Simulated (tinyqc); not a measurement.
Sweep of a uniaxial [110] strain: strain-driven crossing of the Gamma and L valleys in a germanium-like crystal alloyed with tin.

Biaxial loads: e0 is the in-plane strain e_par and the normal is free. (001): e_perp = -2 (C12/C11) e_par; exx = eyy = e_par, ezz = e_perp, no shear. (111): e_perp = -(2 C11 + 4 C12 - 4 C44)/(C11 + 2 C12 + 4 C44) e_par; exx = eyy = ezz = (2 e_par + e_perp)/3 and exy = eyz = ezx = (e_perp - e_par)/3. (110): e_perp = -(C11 + 3 C12 - 2 C44)/(C11 + C12 + 2 C44) e_par; exx = eyy = (e_par + e_perp)/2, ezz = e_par, exy = (e_perp - e_par)/2, eyz = ezx = 0. Uniaxial loads: a stress along n, scaled so that n.e.n = e0, with exx = s11 sxx + s12 (syy + szz), exy = s44 sxy/2, s11 = (C11 + C12)/((C11 - C12)(C11 + 2 C12)), s12 = -C12/((C11 - C12)(C11 + 2 C12)), s44 = 1/C44.

Edges from the unstrained valence top: Gamma at Eg + ac tr(e); an L valley with unit axis u at EgL + aL tr(e) + XuL (u.e.u - tr(e)/3), u along [111], [1-1-1], [-11-1], [-1-11]; valence edges are the levels of the 6 x 6 matrix of X, Y, Z times spin with -Dso/3 + l exx + m (eyy + ezz) on the diagonal (cyclic), n exy off it, l = av + 2 b, m = av - b, n = sqrt(3) d. Spin-orbit term (Dso/3) L.sigma on X, Y, Z with (L_k)_ij = -i epsilon_kij: <X+|H|Y+> = -i Dso/3, <X+|H|Z-> = Dso/3, <Y+|H|Z-> = -i Dso/3, <Z+|H|X-> = -Dso/3, <Z+|H|Y-> = i Dso/3, <X-|H|Y-> = i Dso/3, and their conjugates; + and - are the spin along z.

With tin the unstrained gaps become E(y) = (1 - y) E + y EgS - CS y (1 - y); all other values are kept.
Constants: kB = 8.617333262e-05 eV/K.

Values chosen for the exercise (near those of Ge, gaps at low temperature; shifted at random, so the results belong to these values and not to a real crystal):
- Eg = 0.893 eV (gap at Gamma to the s-like level)
- EgL = 0.758 eV (gap to L)
- Dso = 0.284 eV (spin-orbit splitting)
- ac = -8.4 eV (conduction deformation potential)
- av = 1.22 eV (valence hydrostatic potential)
- b = -2.56 eV (tetragonal shear potential)
- d = -5.32 eV (trigonal shear potential)
- aL = -1.61 eV (hydrostatic potential of the L edge, Xd + Xu/3)
- XuL = 16.16 eV (uniaxial potential, L)
- y = 0.096 (tin fraction)
- EgS = (-0.373, 0.095) eV (Gamma and L gaps of the tin end)
- CS = (2.87, 0.96) eV (bowing of the Gamma and L gaps)
- C11 = 126.7 GPa
- C12 = 48.2 GPa
- C44 = 68 GPa
- load = uniaxial [110] (kind of strain)
- mG = 0.0406 m0 (mass at Gamma)
- mL = 0.566 m0 (density-of-states mass of the four L valleys together)
- T = 300 K (temperature)

The valence splitting is the distance of the top two edges. Share in Gamma = mG^(3/2)/(mG^(3/2) + (mL^(3/2)/4) sum_i exp(-(E_Li - E_Gamma)/kT)).

Results:

| e0 (%) | direct gap (eV) | indirect gap (eV) | Gamma - L (meV) | valence splitting (meV) | share in Gamma (%) |
|---|---|---|---|---|---|
| -1.68 | 0.545 | 0.472 | 73 | 134 | 0.230 |
| -0.64 | 0.535 | 0.562 | -27 | 47 | 9.34 |
| 0.40 | 0.485 | 0.568 | -84 | 27 | 45.1 |
| 1.44 | 0.386 | 0.456 | -71 | 83 | 37.0 |
| 2.48 | 0.286 | 0.343 | -57 | 122 | 26.2 |
| 3.52 | 0.185 | 0.229 | -44 | 150 | 17.6 |
| 4.56 | 0.083 | 0.114 | -31 | 172 | 11.4 |
| 5.60 | -0.020 | -0.001 | -18 | 191 | 7.21 |

What can be read from this table?

Gamma drops below the lowest L valley between e0 = -1.68 and -0.64 %. This load splits the L valleys, and the lowest set changes where e0 changes sign, which bends the column Gamma - L. The direct gap goes from 0.545 to -0.020 eV; of that change -0.134 eV comes from the rise of the valence top through the shear terms and the rest from the volume. The share in Gamma goes from 0.230 to 7.21 %, with a peak of 45.1 % at e0 = 0.40 % among these rows. Gaps near or below zero lie outside this linear model. Beyond about 3 % terms of second order in the strain, left out here, matter.

Run: tinyqc, `OMP_NUM_THREADS=1 python tinyqc.py 1051040 1051041 out.jsonl`; Intel(R) Xeon(R) Processor @ 2.30GHz, one thread, shared host; about 0.01 s of CPU time with all checks.
